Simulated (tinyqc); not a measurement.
Insulator thickness and V0 from two charges.

Inverse problem. In an undoped wire Vg - V0 = Q/Cox + Vt ln(Q/Q0) + Vt ln(1 + Q/Q0) at the source, with Q0 = 4 eps0 eps_r Vt/R and Cox = eps0 eox/(R ln(1 + tox/R)). Find Cox, tox and V0.

Values chosen for this exercise; material values close to those of silicon:
```
symbol,value,unit,meaning
T,325,K,temperature
eps_r,11.6,,relative permittivity of the semiconductor
eox,3.71,,relative permittivity of the gate insulator
R,20,nm,wire radius
```

Constants: q = 1.602176634e-19 C, kB = 1.380649e-23 J/K, Vt = kB T/q, eps0 = 8.8541878128e-14 F/cm where lengths are in cm. Results are converted to the units shown.

Qs at Vg = 0.81 and 1.21 V (nC/cm^2): [225.72714, 582.79257]

Solution. The two equations are linear in 1/Cox and V0; tox follows by inverting the logarithm.

Cox = 1.02 uF/cm^2
tox = 3.50 nm
V0 = 0.505 V

Program tinyqc, `OMP_NUM_THREADS=1 python tinyqc.py 2460029 2460030 out.jsonl`; Intel Xeon 2.30GHz, shared host, one thread, about 0.02 s.
